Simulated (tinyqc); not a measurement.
Strained Delta valleys, repopulation and conductivity mass: effect of the temperature.

A cubic crystal with three pairs of conduction valleys along x, y and z under uniaxial stress X along [100] (X > 0 is tension); current along [010]. Non-degenerate electrons, fixed total density, one relaxation time for all valleys and stresses, masses unchanged by strain, so the mobility goes as the mean inverse mass.

Stress s_ij = X a_i a_j with a the unit vector along [100]; strain e_ii = s11 s_ii + s12 (s_jj + s_kk), e_ij = s44 s_ij/2. Valley shift dE = Xu (n.e.n - trace(e)/3) with n the valley axis; share f proportional to exp(-dE/Vt). Inverse mass along the current d = [010]: (n.d)^2/ml + (1 - (n.d)^2)/mt; mu/mu0 = sum f (1/m) over the plain mean of 1/m. pi is the small-stress slope -d(mu/mu0)/dX; each row is against the unstrained crystal at the same T.

Inputs (values chosen for the exercise); values close to those of silicon: compliance s11 = 7.58 1/TPa; compliance s12 = -2.13 1/TPa; compliance s44 = 12.6 1/TPa; shear deformation potential Xu = 9.26 eV; longitudinal mass ml = 0.918 m0; transverse mass mt = 0.197 m0; uniaxial stress (tension positive) X = 110 MPa.

Constants: q = 1.602176634e-19 C, kB = 1.380649e-23 J/K, Vt = kB T/q. Results are converted to the units shown.

Effect of the temperature:

| T (K) | splitting/Vt | mu/mu0 | pi (1e-11 1/Pa) |
|---|---|---|---|
| 77 | 1.491 | 0.8765 | 160.2 |
| 120 | 0.9565 | 0.9084 | 102.8 |
| 180 | 0.6376 | 0.9339 | 68.53 |
| 240 | 0.4782 | 0.9485 | 51.40 |
| 300 | 0.3826 | 0.9580 | 41.12 |
| 380 | 0.3020 | 0.9662 | 32.46 |
| 460 | 0.2495 | 0.9718 | 26.81 |

The ratio mu/mu0 rises from 0.877 to 0.972, and pi goes as 1/T, from 160 to 26.8.

Program tinyqc, `OMP_NUM_THREADS=1 python tinyqc.py 2530080 2530081 out.jsonl`; Intel Xeon 2.30GHz, shared host, one thread, about 0.01 s.
